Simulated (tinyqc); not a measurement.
Density and mobility of a removed layer (differential Hall).

Question. For layers in parallel the sheet conductance g = 1/Rs and the product g mu_H (mu_H signed, unit Hall factors) are additive. Find the sheet density and mobility of the layer that was removed, and its share of the conductance.

Constants: q = 1.602176634e-19 C. Results are converted to the units shown.

Rs before and after removing the top layer (ohm/square): [1064.1959, 32007.739]
apparent mobility before and after, signed (cm^2/(V s)): [246.24041, 1300]

Answer. The differences give g1 = q n mu and g1 mu = q n mu^2; their ratio is mu and g1^2/(q g1 mu) is n.

sheet density = 2.70e13 cm^-2
mobility = 210 cm^2/(V s)
share of the conductance = 96.7 %

Program tinyqc, `OMP_NUM_THREADS=1 python tinyqc.py 2850177 2850178 out.jsonl`; Intel Xeon 2.30GHz, shared host, one thread, about 0.01 s.
